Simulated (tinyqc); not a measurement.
# Trap density from swing and capacitance

Inverse problem. In an MOS structure at one bias the subthreshold swing is S = Vt ln 10 (1 + (Cd + q Dit)/Cox) and 1/C_HF = 1/Cox + 1/Cd, Cox = 3.9 eps0/EOT. Find Cd and Dit.

Parameters, values chosen for the exercise:
```
symbol,value,unit,meaning
T,300,K,temperature
EOT,5.1,nm,equivalent oxide thickness
```

Constants: q = 1.602176634e-19 C, kB = 1.380649e-23 J/K, Vt = kB T/q, eps0 = 8.8541878128e-14 F/cm where lengths are in cm. Results are converted to the units shown.

S = 74.949814 mV/decade
C_HF = 108.85376 nF/cm^2

Answer. C_HF gives Cd, and the swing gives Cd + q Dit.

Cd = 130 nF/cm^2
Dit = 2.85e11 cm^-2 eV^-1

tinyqc, about 0.01 s, one thread, Intel Xeon 2.30GHz (shared host): `OMP_NUM_THREADS=1 python tinyqc.py 2030159 2030160 out.jsonl`
